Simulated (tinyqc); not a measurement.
Inside a calculation. Model: configuration-coordinate model of a defect: Huang-Rhys factor and luminescence line shape. Computed by tinyqc, a small Python program that keeps every step. Command: `OMP_NUM_THREADS=1 python tinyqc.py 3008926 3008927 out.jsonl ccline walk`. One thread of a shared host (Intel(R) Xeon(R) Processor @ 2.30GHz), about 0.01 s of CPU time with the checks. Intermediate numbers are printed to about 7 digits and carried at full precision; extremes and crossings named in words are read from the listed rows.

Ground state E_g(Q) = (1/2) omega_g^2 Q^2; excited state E_e(Q) = E_0 + (1/2) omega_e^2 (Q - dQ)^2 with omega_e = omega_g and E_0 = E_ZPL. Q is mass-weighted; the dipole does not depend on Q (Condon approximation).

Inputs (values chosen for the exercise, for a model defect in a wide-gap host):
```
quantity                          value              unit
zero-phonon energy E_ZPL           4.95                eV
displacement dQ                   0.216  u^(1/2) angstrom
ground-state phonon hbar omega_g    101               meV
temperature T                         4                 K
refractive index n_r               2.36                 -
transition dipole mu                1.3        e angstrom
quenching prefactor nu_0          2e+12               1/s
```

Modes: equal frequencies in both states.

Constants: hbar^2/u = 4.18015928e-03 eV angstrom^2; k_B = 8.617333262e-05 eV/K; hbar = 6.582119569e-16 eV s; e = 1.602176634e-19 C; eps_0 = 8.8541878128e-12 F/m; hbar = 1.054571817e-34 J s; c = 299792458 m/s.

## Huang-Rhys factors and vertical energies

S = hbar omega dQ^2/(2 hbar^2/u) for each state; relaxation energy S hbar omega; absorption at E_0 + S_e hbar omega_e, emission at E_0 - S_g hbar omega_g; the Stokes shift is their difference.

S_g = 0.5636455

S_e = 0.5636455

relaxation energy, ground state = 0.05692820 eV

relaxation energy, excited state = 0.05692820 eV

vertical absorption energy = 5.006928 eV

vertical emission energy = 4.893072 eV

Stokes shift = 0.1138564 eV

The coupling is weak: at low temperature the zero-phonon line is the strongest line.

## Emission lines at zero temperature

From the lowest excited level the line to ground level n lies at E_ZPL - n hbar omega_g with Franck-Condon weight exp(-S) S^n/n!; the emitted intensity carries a further factor E^3. S = S_g; up to eleven lines, of positive energy only, from n = max(0, integer part of S - 5).

Lines:
```
n   energy (eV)        weight  intensity / largest
0         4.950  5.691305e-01         1.000000e+00
1         4.849  3.207879e-01         5.298428e-01
2         4.748  9.040532e-02         1.401841e-01
3         4.647  1.698552e-02         2.469274e-02
4         4.546  2.393453e-03         3.257509e-03
5         4.445  2.698118e-04         3.432802e-04
6         4.344  2.534636e-05         3.009939e-05
7         4.243  2.040909e-06         2.258475e-06
8         4.142  1.437937e-07         1.480276e-07
9         4.041  9.005406e-09         8.608795e-09
10        3.940  5.075856e-10         4.497493e-10
```

The weight peaks at n = 0 and the intensity at n = 0.

## Band at temperature T

Overlaps <m_e|n_g> of harmonic-oscillator functions (Hermite recursion, positive leading coefficients) by a sum over an even grid (700 points from x = -9 to 9 + d for the small table, 1500 points from -16 to 16 + d for the thermal sums), with x = Q sqrt(omega_g/hbar), d = sqrt(2 S_g) and frequency ratio omega_e/omega_g. Initial levels m = 0..24 carry Boltzmann weights exp(-m hbar omega_e/k_B T), normalised; final levels n = 0..79; a line lies at E_ZPL + m hbar omega_e - n hbar omega_g with weight w_m <m|n>^2. Moments are taken over these weights without the E^3 factor; FWHM = 2 sqrt(2 ln 2) x standard deviation; the zero-phonon weight is the sum of w_m <m|m>^2.

mean emission energy = 4.893072 eV

FWHM from the second moment = 0.1785592 eV

zero-phonon weight = 0.5691305

skewness = -1.331978

Caution: for small S the spectrum is a set of resolved lines, and a Gaussian width has little meaning.

## Crossing, radiative lifetime and thermal quenching

The curves cross at the root Q_c nearest dQ; the barrier is (1/2) omega_e^2 (Q_c - dQ)^2, with (1/2) omega^2 = (hbar omega)^2/(2 hbar^2/u). k_r = n_r omega^3 mu^2/(3 pi eps_0 hbar c^3) at the vertical emission energy, without local-field correction; k_nr = nu_0 exp(-barrier/k_B T) (Mott-Seitz); yield = k_r/(k_r + k_nr); T_1/2 = barrier/(k_B ln(nu_0/k_r)).

Q_c = 9.498777 u^(1/2) angstrom

classical barrier = 105.1419 eV

radiative lifetime = 0.5637560 ns

luminescence yield = 1

quenching temperature T_1/2 = 173614.3 K

The barrier is so high that this route does not halve the yield below 1000 K. Caution: the curves cross far outside the range of the harmonic model, so the barrier and T_1/2 have no quantitative meaning.

## Width and zero-phonon weight against temperature

For comparison: FWHM(0) sqrt(coth(hbar omega_e/2 k_B T)) with FWHM(0) from the first row, and exp(-S_g coth(hbar omega_e/2 k_B T)).

Against temperature:
```
T (K)  mean energy (eV)  FWHM (eV)  coth law (eV)  zero-phonon weight  exp(-S coth)
59             4.893072  0.1785592      0.1785592           0.5691305     0.5691305
180            4.893072  0.1788248      0.1788248           0.5684454     0.5681763
350            4.893072  0.1849459      0.1849459           0.5528129     0.5462450
590            4.893072  0.2049897      0.2049897           0.5040107     0.4757521
940            4.893072  0.2400035      0.2400035           0.4291352     0.3612074
1400           4.893072  0.2838412      0.2838412           0.3551724     0.2406839
1500           4.893072  0.2927785      0.2927786           0.3426201     0.2197256
```

The width grows by a factor 1.64, flat while k_B T is well below hbar omega and as sqrt(T) above; for equal frequencies the coth law is exact. The mean energy stays fixed, as it must for equal frequencies. The zero-phonon weight goes from 0.569 to 0.343; the single exponential assumes equal frequencies, leaves out lines that absorb and emit the same number of phonons, and falls to 0.220.

Checks made by the program: grid overlaps at equal frequencies against the Poisson weights (relative difference below 1e-10); width at T against the coth law (relative difference below 1e-10).
